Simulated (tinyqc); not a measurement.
Ways to converge the cycle: SCF convergence aids in the 6-31g basis, for H4+, spin multiplicity 2. Computed by the program tinyqc with PySCF. UHF with one setting changed at a time; a run stops when the energy changes by less than 1e-09 hartree and the error matrix is below 1e-5. The start is random orbitals. Damping d keeps d of the old density; a shift (hartree) raises the virtual levels; DIIS n extrapolates F over n matrices.

Geometry (angstrom):
```
atom,x,y,z
H,0.0000,0.0000,0.0000
H,0.0000,0.0000,0.7400
H,0.0000,0.0000,2.5620
H,0.0000,0.0000,3.3020
```

lowest solution found by these runs and by PySCF with stability checks = -1.701313 hartree

Largest element of the error matrix X^T (FDS - SDF) X:
```
iteration,plain,damping 0.3,damping 0.6,shift 0.4,DIIS 3,DIIS 8
1,2.7e-01,2.7e-01,2.7e-01,2.7e-01,2.7e-01,2.7e-01
2,8.8e-02,1.4e-01,1.9e-01,1.8e-01,8.8e-02,8.8e-02
3,2.3e-02,6.3e-02,1.3e-01,6.8e-02,1.8e-02,1.8e-02
4,1.0e-02,2.8e-02,9.3e-02,3.4e-02,7.1e-03,7.1e-03
5,4.9e-03,1.6e-02,6.4e-02,1.8e-02,2.7e-03,2.7e-03
6,2.9e-03,9.7e-03,4.4e-02,1.0e-02,6.4e-04,6.1e-04
8,1.1e-03,3.7e-03,2.0e-02,3.8e-03,3.7e-04,3.5e-04
10,6.0e-04,1.7e-03,1.1e-02,1.9e-03,1.9e-04,6.7e-05
14,3.3e-04,6.9e-04,4.1e-03,5.0e-04,9.2e-06,-
20,2.2e-04,3.5e-04,1.2e-03,2.2e-04,-,-
30,1.4e-04,2.2e-04,4.9e-04,1.6e-04,-,-
45,6.7e-05,1.3e-04,2.7e-04,1.2e-04,-,-
60,3.3e-05,7.9e-05,1.9e-04,8.5e-05,-,-
```

How each run ends:
```
run,iterations,E (hartree),state
plain,>60,-1.70131,"falls steadily but slowly, by a factor of about 0.95 a step"
damping 0.3,>60,-1.70131,"falls steadily but slowly, by a factor of about 0.97 a step"
damping 0.6,>60,-1.70130,"falls steadily but slowly, by a factor of about 0.98 a step"
shift 0.4,>60,-1.70131,"falls steadily but slowly, by a factor of about 0.98 a step"
DIIS 3,19,-1.70131,lowest found
DIIS 8,12,-1.70131,lowest found
```

What does the comparison show, and why?

2 of 6 runs reach the lowest solution found, in 12 to 19 iterations (fastest: DIIS 8). Not converged: plain, damping 0.3, damping 0.6, shift 0.4. DIIS 3 and DIIS 8 gain by cancelling the error over several earlier matrices, much as a quasi-Newton step does.
